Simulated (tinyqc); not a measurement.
# Carrier lifetime of a p-type layer with SRH, radiative, Auger and surface recombination: effects of single changes

Uniform excess density dn = dp (no trapping), n = n0 + dn, p = p0 + dn, Boltzmann statistics, full ionisation. Surfaces enter as a rate 2 S dn/d, which holds while diffusion to them is fast.

Values chosen for this exercise; band and dielectric values close to those of indium phosphide:
- T = 350 K (temperature)
- Eg = 1.32 eV (band gap)
- Nc = 7.21e17 cm^-3 (conduction-band density of states at T)
- Nv = 1.4e19 cm^-3 (valence-band density of states at T)
- B = 1.21e-10 cm^3/s (radiative coefficient)
- N = 6.5e14 cm^-3 (acceptor density)
- Cn = 4.4e-30 cm^6/s (Auger coefficient (two electrons))
- Cp = 2.7e-30 cm^6/s (Auger coefficient (two holes))
- Nt = 2e13 cm^-3 (trap density)
- sn = 2e-16 cm^2 (capture cross-section for electrons)
- sp = 6e-15 cm^2 (capture cross-section for holes)
- vth = 1.5e7 cm/s (thermal velocity (both carriers))
- Et = 0.33 eV (trap level below the conduction band)
- S = 1000 cm/s (surface recombination velocity (both faces))
- d = 100 um (sample thickness)

Constants: q = 1.602176634e-19 C, kB = 1.380649e-23 J/K, Vt = kB T/q. Results are converted to the units shown.

Each table varies one quantity; the others keep the values above.

## Lifetime against injection

ni = sqrt(Nc Nv) exp(-Eg/(2 Vt)), Eg in volts; majority density N/2 + sqrt(N^2/4 + ni^2), n0 p0 = ni^2; n1 = Nc exp(-Et/Vt), p1 = Nv exp((Et - Eg)/Vt); tn0 = 1/(sn vth Nt), tp0 = 1/(sp vth Nt). With e = n p - ni^2 = dn (n0 + p0 + dn): U_SRH = e/(tp0 (n + n1) + tn0 (p + p1)), U_rad = B e, U_Aug = (Cn n + Cp p) e, U_s = 2 S dn/d. Each tau is dn over its rate; tau = dn/U with U the sum.

The same in every row: tau_s (s) = 5.000e-6.

Results:
```
dn (cm^-3)	tau_SRH (s)	tau_rad (s)	tau_Aug (s)	tau (s)	radiative share (%)	largest path
1e11	1.668e-5	1.271e-5	0.8761	2.953e-6	23.23	surface
1e12	1.668e-5	1.270e-5	0.8717	2.952e-6	23.25	surface
1e13	1.669e-5	1.252e-5	0.8298	2.943e-6	23.50	surface
1e14	1.675e-5	1.102e-5	0.5409	2.853e-6	25.90	surface
1e15	1.701e-5	5.009e-6	0.06844	2.181e-6	43.55	surface
1e17	1.722e-5	8.211e-8	1.396e-5	7.995e-8	97.36	radiative
1e18	1.722e-5	8.259e-9	1.407e-7	7.786e-9	94.27	radiative
1e19	1.722e-5	8.264e-10	1.408e-9	5.207e-10	63.01	radiative
```

Estimate the missing row, dn = 1e16 cm^-3.

Computed row:
```
dn (cm^-3)	tau_SRH (s)	tau_rad (s)	tau_Aug (s)	tau (s)	radiative share (%)	largest path
1e16	1.719e-5	7.760e-7	0.001291	6.462e-7	83.27	radiative
```

With this row back in the table: Surface recombination leads at dn = 1e11, radiative from 1e16 on. The total lifetime falls from 2.95e-6 to 5.21e-10 s. tau_SRH goes from 1.67e-5 s (low-injection limit 1.67e-5 s) to 1.72e-5 s (high-injection limit tn0 + tp0 = 1.72e-5 s). Between the last two rows tau_rad goes as dn^(-1.00) and tau_Aug as dn^(-2.00); the radiative share goes from 23.2 through a maximum of 97.4 (at dn = 1e17 among the rows listed) to 63.0 %. For dn = 1e18, 1e19 the carriers are degenerate, where B and the Auger coefficients no longer stay constant.

## Effect of the trap level below the conduction band at dn = 2e14 cm^-3

Same model as above.

Here dn = 2e14 cm^-3.

The same in every row: tau_rad (s) = 9.723e-6; tau_Aug (s) = 0.3705; tau_s (s) = 5.000e-6.

Effect of the trap level below the conduction band at dn = 2e14 cm^-3:
```
Et (eV)	tau_SRH (s)	tau (s)	radiative share (%)	largest path
0.06	8.126e-5	3.173e-6	32.63	surface
0.21	1.724e-5	2.771e-6	28.50	surface
0.36	1.680e-5	2.760e-6	28.38	surface
0.51	1.680e-5	2.759e-6	28.38	surface
0.66	1.680e-5	2.759e-6	28.38	surface
0.81	1.681e-5	2.760e-6	28.38	surface
0.96	1.860e-5	2.804e-6	28.84	surface
1.11	2.766e-4	3.263e-6	33.56	surface
1.26	0.03757	3.302e-6	33.96	surface
```

What does the comparison show?

Surface recombination leads at Et = 0.06 and in all other rows. tau_SRH goes from 8.13e-5 through a minimum of 1.68e-5 (at Et = 0.51 and 0.66 among the rows listed) to 0.0376 s and the total lifetime goes from 3.17e-6 through a minimum of 2.76e-6 (at Et = 0.51 and 0.66 among the rows listed) to 3.30e-6 s. tau_SRH is within a factor 1.5 of its lowest value for Et from 0.21 to 0.96 eV; nearer a band edge n1 or p1 outgrows the carrier densities and the trap re-emits what it captured.

Range of the model: S d exceeds 2.5 cm^2/s, comparable with a diffusion coefficient, so 2 S/d overstates the surface loss.

Program tinyqc, `OMP_NUM_THREADS=1 python tinyqc.py 2300108 2300109 out.jsonl`; Intel Xeon 2.30GHz, shared host, one thread, about 0.01 s.
